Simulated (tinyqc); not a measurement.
Floating body of a partially depleted SOI transistor: body voltage and kink: one step of the calculation.

Source at 0 V. Channel current Ic = 2 nf K Vt^2 [F(0) - F(Vd)](1 + la Vd), F(V) = ln^2(1 + exp((Vg - VT - nf V)/(2 nf Vt))), VT = VT0 - gb Vb. Saturation voltage Vs = 2 Vt sqrt(F(0)) + 3 Vt, excess Ve = (Vd - Vs + sqrt((Vd - Vs)^2 + 0.0004 V^2))/2, multiplication M1 = Ai Ve exp(-Bl/Ve). Each junction passes D(v) = J1 (exp(v/Vt) - 1) + J2 (exp(v/(2 Vt)) - 1). Bipolar current Ib = bb J1 (exp(Vb/Vt) - 1). The body settles where M1 (Ic + Ib) = D(Vb) + D(Vb - Vd) + Vb/Rb; drain current Id = (1 + M1)(Ic + Ib) - D(Vb - Vd).

Task. Drain current with floating and with grounded body. Id and VT at the converged Vb, Id at Vb = 0, their ratio, and the bipolar share Ib/(Ic + Ib).

Values chosen for this exercise; values of the order met in partially depleted silicon-on-insulator transistors:

| symbol | value | unit | meaning |
|---|---|---|---|
| T | 300 | K | temperature |
| VT0 | 0.48 | V | threshold at zero body voltage |
| gb | 0.15 |  | fall of the threshold per volt of body voltage |
| nf | 1.22 |  | slope factor |
| K | 260 | uA/(V^2 um) | gain factor per width |
| la | 0.02 | 1/V | channel-length modulation factor |
| Ai | 2.4 | 1/V | impact-ionisation prefactor |
| Bl | 6.5 | V | impact-ionisation voltage |
| J1 | 4.3e-12 | uA/um | diffusion saturation current of each junction |
| J2 | 1.9e-8 | uA/um | recombination saturation current of each junction |
| bb | 0 |  | gain of the lateral bipolar transistor on the diffusion current |
| Rb | 3e5 | kohm um | resistance of a weak body tie to the source (1e9 stands for no tie, and the term is then dropped) |
| Vg | 0.79 | V | gate voltage |
| Vd | 2.3 | V | drain voltage |

Constants: q = 1.602176634e-19 C, kB = 1.380649e-23 J/K, Vt = kB T/q. Results are converted to the units shown.

converged Vb = 0.70257746 V

Wanted: VT; Id, floating; Id, grounded; ratio; bipolar share.

Result.

VT = 0.3746 V
Id, floating = 21.99 uA/um
Id, grounded = 12.61 uA/um
ratio = 1.744
bipolar share = 0.000 %

The body rises to 0.703 V and lowers the threshold by 105 mV.

Range of the model: The multiplication law is an empirical form chosen for the exercise; self-heating and capacitive coupling to the body are left out, and the linear laws are rough once Vb passes about 0.7 V or M1 about 0.1.

tinyqc, about 0.2 s, one thread, Intel Xeon 2.30GHz (shared host): `OMP_NUM_THREADS=1 python tinyqc.py 2182049 2182050 out.jsonl`
